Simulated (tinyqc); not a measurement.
From results back to parameters: strained quantum well: band edges, subbands and transparency. Three cases, with inputs chosen for the exercise.

Problem. In a thick strained layer the gaps to heavy and light holes are Ec - E_HH and Ec - E_LH. They were computed from hidden e and Eg.

Growth on (001), barriers unstrained: tr(e) = e (2 - nu2), Z = b e (1 + nu2); Ec = Ev + Eg + ac tr(e), E_HH = Ev + av tr(e) + Z, E_LH = Ev + av tr(e) - Z (coupling to the split-off band left out).

Case 1.

Values chosen (near those of an InGaAs/AlGaAs well; the results hold for these values, not for the real material):
- nu2 = 0.944 (2 C12/C11)
- ac = -6.86 eV
- av = 1.14 eV (Ev moves by av tr(e))
- b = -1.97 eV (shear potential)

Ec - E_HH, Ec - E_LH (eV): 1.24995  1.33114

Case 2.

Values chosen (near those of a GaAsP/AlGaAs well; the results hold for these values, not for the real material):
- nu2 = 0.917 (2 C12/C11)
- ac = -7.39 eV
- av = 1.27 eV (Ev moves by av tr(e))
- b = -1.92 eV (shear potential)

Ec - E_HH, Ec - E_LH (eV): 1.63969  1.58375

Case 3.

Values chosen (near those of an InGaAs/InP well; the results hold for these values, not for the real material):
- nu2 = 1.028 (2 C12/C11)
- ac = -5.69 eV
- av = 1.05 eV (Ev moves by av tr(e))
- b = -1.86 eV (shear potential)

Ec - E_HH, Ec - E_LH (eV): 0.57907  0.66885

Find: Z; e; Eg.

Solution. Half of (Ec - E_LH) - (Ec - E_HH) is Z, which gives e; the mean is Eg + (ac - av) tr(e).

Case 1.

Z = 0.0406 eV
e = -0.0106
Eg = 1.201 eV

Case 2.

Z = -0.0280 eV
e = 0.0076
Eg = 1.683 eV

Case 3.

Z = 0.0449 eV
e = -0.0119
Eg = 0.546 eV

Computed by tinyqc, one run a case: `OMP_NUM_THREADS=1 python tinyqc.py N N+1 out.jsonl` with N = 1250561, 1250722, 1250735; one thread of a shared Intel(R) Xeon(R) Processor @ 2.30GHz, about 0.02 s a run at most.
